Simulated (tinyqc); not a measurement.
Inside a calculation. Method: UHF in the sto-3g basis, for BeH, spin multiplicity 2. Computed by tinyqc, a small Python program that keeps every step (integrals from PySCF). Settings: charge = 0, multiplicity = 2, basis = sto-3g, energy threshold = 1e-09, iteration cap = 51, orthogonalisation = symmetric, start = atomic densities, DIIS depth = 0, method = UHF. Command: `OMP_NUM_THREADS=1 python tinyqc.py 23780 23781 out.jsonl` (the two numbers bound the seeds that draw the settings). One thread of a shared host (Intel(R) Xeon(R) Processor @ 2.60GHz), about 0.1 s of CPU time with the checks.

Geometry (angstrom):
```
atom         x         y         z
Be    0.000000  0.000000  0.000000
H     0.000000  0.000000  2.164000
```

Stop when the energy changes by less than 1e-09 hartree and every element of the error matrix X^T (F D S - S D F) X (for each spin) is below 9e-06.

Course of the cycle:
```
iteration   E (hartree)     change  largest element of the error matrix
1          -14.88317835          -                             5.38e-02
2          -14.80672976   7.64e-02                             5.48e-02
3          -14.82547966  -1.87e-02                             2.75e-02
4          -14.83282321  -7.34e-03                             2.01e-02
5          -14.83633569  -3.51e-03                             1.49e-02
6          -14.83808940  -1.75e-03                             1.10e-02
7          -14.83899641  -9.07e-04                             8.19e-03
8          -14.83947434  -4.78e-04                             6.02e-03
9          -14.83972754  -2.53e-04                             4.39e-03
10         -14.83986152  -1.34e-04                             3.18e-03
11         -14.83993217  -7.07e-05                             2.29e-03
12         -14.83996930  -3.71e-05                             1.65e-03
13         -14.83998876  -1.95e-05                             1.18e-03
14         -14.83999893  -1.02e-05                             8.48e-04
15         -14.84000424  -5.31e-06                             6.08e-04
16         -14.84000701  -2.77e-06                             4.36e-04
17         -14.84000846  -1.45e-06                             3.13e-04
18         -14.84000921  -7.54e-07                             2.25e-04
19         -14.84000961  -3.93e-07                             1.61e-04
20         -14.84000981  -2.05e-07                             1.16e-04
21         -14.84000992  -1.07e-07                             8.32e-05
22         -14.84000997  -5.56e-08                             5.99e-05
23         -14.84001000  -2.90e-08                             4.31e-05
24         -14.84001002  -1.51e-08                             3.10e-05
25         -14.84001002  -7.86e-09                             2.23e-05
26         -14.84001003  -4.10e-09                             1.61e-05
27         -14.84001003  -2.13e-09                             1.16e-05
28         -14.84001003  -1.11e-09                             8.35e-06
29         -14.84001003  -5.79e-10                             6.02e-06
```

Can the last value be used, and what does the course show?

Yes. Converged in 29 iterations. PySCF UHF in the same basis, after a stability check = -14.84001003 hartree.
